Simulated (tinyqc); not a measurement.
CMOS inverter, nodal equation and switching: one step of the calculation.

An n-channel pull-down (bn, VTn) and a p-channel pull-up (bp, VTp) share the input Vin and the output node Vout, which carries the load C. Transistor (EKV form, voltages against the body): I = 2 n b Vt^2 [F(vp - Vs) - F(vp - Vd)] from drain to source, F(v) = ln^2(1 + exp(v/(2 Vt))), vp = (Vg - VT + sg |Vd - Vs|)/n. n-channel bodies are at 0; for the p-channel device all voltages are counted down from Vdd. b in uA/V^2 gives I in uA. Static: In = Ip. Transient: C dVout/dt = Ip - In. No velocity saturation, no gate capacitance beyond C.

Question. One time step of the falling output. The input steps to Vdd at t = 0; I = In - Ip. Trapezoidal rule: V(new) = V - (dt/C)[I(V) + I(V(new))]/2, solved for V(new); 1 ps uA/fF = 1 mV.

Values chosen for this exercise: temperature T = 300 K; supply voltage Vdd = 0.8 V; slope factor n = 1.27; drain-induced barrier lowering sg = 0.045; n-channel threshold VTn = 0.41 V; p-channel threshold (magnitude) VTp = 0.27 V; gain factor of the pull-down transistor bn = 270 uA/V^2; gain factor of the pull-up transistor bp = 220 uA/V^2; load capacitance C = 2.7 fF; time step dt = 10 ps.

Constants: q = 1.602176634e-19 C, kB = 1.380649e-23 J/K, Vt = kB T/q. Results are converted to the units shown.

Vout after step 1 = 0.72905219 V

Wanted: I(V); I(V(new)); Vout after step 2.

Answer.

I(V) = 19.01 uA
I(V(new)) = 18.73 uA
Vout after step 2 = 0.6592 V

Computed by the program tinyqc: `OMP_NUM_THREADS=1 python tinyqc.py 2340131 2340132 out.jsonl`, one thread of a shared Intel Xeon 2.30GHz, about 0.05 s for the whole run.
